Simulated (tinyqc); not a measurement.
Error from band bending against W.

In A the levels shift by pb (1 - z/W)^2 for z < W. The signal from depth z is weighted by exp(-z/le)/le, so the centroid shifts by pb [1 - 2/a + (2/a^2)(1 - exp(-a))], a = W/le, and the error of iA against its value at the interface is that less pb.

Inputs (values chosen for the exercise): band bending in A at the interface pb = 0.38 V; escape depth le = 3.2 nm.

Results:
```
W (nm),a,centroid shift (eV),error (meV)
2.8,0.8750,0.09028,-289.7
5,1.562,0.1396,-240.4
8.6,2.688,0.1953,-184.7
15,4.688,0.2521,-127.9
45,14.06,0.3298,-50.20
79,24.69,0.3505,-29.54
140,43.75,0.3630,-16.97
240,75.00,0.3700,-9.998
```

Estimate the missing row, W = 26 nm.

Computed row:
```
W (nm),a,centroid shift (eV),error (meV)
26,8.125,0.2980,-82.03
```

With this row back in the table: The size of the error falls from 290 to 10.0 meV; for large a it is 2 |pb|/a. It is below 50 meV, a typical accuracy of the method, in 3 of the 9 rows. Heavily doped substrates and deep-probing photons need the correction.

Numbers from tinyqc (`OMP_NUM_THREADS=1 python tinyqc.py 2410003 2410004 out.jsonl`; about 0.01 s on one thread of a shared Intel Xeon 2.30GHz).
